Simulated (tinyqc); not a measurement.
## Gain factor and gap resistance from two string resistances

Question. At small bit-line voltage each of the 64 cells has the resistance 1/(K x) at overdrive x (no mobility reduction) in series with a gap resistance Rg. Find K, Rg and the share of the gaps at the higher overdrive.

resistance of a string of 64 equal cells at overdrives of 4 and 7.4 V (kohm): 1272.8889  864.48048

Solution. The resistance per cell is a straight line in 1/x with slope 1/K and intercept Rg.

K = 18.00 uA/V^2
Rg = 6.000 kohm
share of the gaps = 44.42 %

Program tinyqc, `OMP_NUM_THREADS=1 python tinyqc.py 2142255 2142256 out.jsonl`; Intel Xeon 2.30GHz, shared host, one thread, about 0.4 s.
